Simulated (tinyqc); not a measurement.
# Chemical vapour deposition: Grove model, boundary layer, depletion and step coverage, step by step

A worked calculation. Computed by tinyqc, a small Python program that keeps every step. Command: `OMP_NUM_THREADS=1 python tinyqc.py 3018477 3018478 out.jsonl cvd walk`. One thread of a shared host (Intel(R) Xeon(R) Processor @ 2.30GHz), about 0.01 s of CPU time with the checks. Intermediate numbers are printed to about 7 digits and carried at full precision; extremes and crossings named in words are read from the listed rows.

A precursor diffuses to the surface and reacts there at first order; each molecule that reacts adds one formula unit of film.

Inputs (values chosen for the exercise, close to those used for epitaxial silicon from a chlorosilane):
```
quantity,value,unit
prefactor k0 of k_s,1.3e+06,cm/s
activation energy E,1.88,eV
temperature T,1180,C
total pressure p,760,torr
mole fraction of the precursor Y,0.003,-
gas diffusivity D0 at 273.15 K and 760 torr,0.39,cm^2/s
film density N,5e+22,formula units/cm^3
precursor mass M,170,u
trench width w,0.15,um
aspect ratio of the trench,11,-
gas velocity U,56,cm/s
kinematic viscosity nu0 at 273.15 K and 760 torr,0.75,cm^2/s
susceptor length L,50,cm
channel height b,8.2,cm
```

Reactor: horizontal, atmospheric.

Constants: k_B = 1.380649e-23 J/K; u = 1.6605390666e-27 kg; k_B = 8.617333262e-05 eV/K.

## Gas-phase and surface constants

k_s = k0 exp(-E/(k_B T)); C_g = Y p/(k_B T), 1 torr = 133.322 Pa; D = D0 (T/273.15)^1.75 (760/p). Temperatures in kelvin are T(C) + 273.15. Mean speed c = sqrt(8 k_B T/(pi M)); reactive sticking probability beta = 4 k_s/c.

surface rate constant k_s = 0.3924413 cm/s

precursor density C_g = 1.515106e+16 1/cm^3

gas diffusivity D = 7.267847 cm^2/s

mean speed c = 42542.00 cm/s

sticking probability beta = 3.689919e-05

## Boundary layer

nu = nu0 (T/273.15)^1.75 (760/p); Re = U L/nu; mean boundary layer delta = (2/3) L/sqrt(Re), at most b/2; h_g = D/delta.

Reynolds number Re = 200.3344

boundary layer delta = 2.355054 cm

mass-transfer coefficient h_g = 3.086063 cm/s

## Growth rate at the inlet

Fluxes in series: C_s = C_g/(1 + k_s/h_g); growth rate G = k_s h_g/(k_s + h_g) C_g/N; 1 cm/s = 6e8 nm/min.

ratio k_s/h_g = 0.1271657

C_s/C_g = 0.8871810

growth rate G at the inlet = 63.30109 nm/min

The surface reaction limits the rate, so temperature must be uniform.

## Depletion along the susceptor

Plug flow: U b dC/dx = -k_eff C with k_eff = k_s h_g/(k_s + h_g), so C falls as exp(-k_eff x/(U b)); the used share of the precursor is 1 - C(L)/C(0).

k_eff = 0.3481665 cm/s

depletion length = 1318.909 cm

rate at the outlet over rate at the inlet = 0.9627995

rate at the outlet = 60.94626 nm/min

3.7 % of the precursor is used.

## Reaction control against transport control

The formulas are those given above.

Rates:
```
T (C),k_s (cm/s),h_g (cm/s),G (nm/min),reaction limit (nm/min),transport limit (nm/min)
980,0.035741,2.711040,7.4373,7.5353,571.5674
1030,0.069705,2.805455,13.7895,14.1321,568.7790
1080,0.129397,2.899418,24.1852,25.2646,566.1084
1130,0.229845,2.992949,40.1913,43.2778,563.5466
1180,0.392441,3.086063,63.3011,71.3508,561.0855
1230,0.646634,3.178778,94.4436,113.6555,558.7178
1280,1.031758,3.271108,133.4246,175.5088,556.4372
1330,1.598967,3.363067,178.5977,263.5117,554.2377
1380,2.413194,3.454669,227.0603,385.6689,552.1140
```

The apparent activation energy of G is 1.74 eV between the first rows and 1.10 eV between the last, against E = 1.88 eV. k_s stays below h_g, but mixed control begins at the hot end, which lowers the slope there. In the reaction limit the slope is E - k_B T, because C_g falls as 1/T; any further lowering comes from transport.

## Step coverage in a trench

In a long trench of width w and depth l = aspect ratio x w: Knudsen diffusivity D_K = (2w) c/3 (hydraulic diameter 2w), combined as 1/D_e = 1/D_K + 1/D; D_e d2C/dz2 = 2 k_s C/w with D_e dC/dz = -k_s C at the floor. With m = sqrt(2 k_s/(w D_e)): C(floor)/C(top) = 1/[cosh(m l) + (k_s/(D_e m)) sinh(m l)].

Knudsen diffusivity D_K = 0.4254200 cm^2/s

effective diffusivity D_e = 0.4018953 cm^2/s

modulus m l = 0.05953663

step coverage = 0.9980697

Wall collisions limit transport in the trench; then m l = aspect ratio x sqrt(3 beta)/2, 0.0579, whatever the width. Coverage is nearly conformal. Caution: the hydraulic-diameter form of D_K is rough for a slit.

Checks made by the program: step coverage against a numerical boundary-value solution (relative difference below 1e-10).
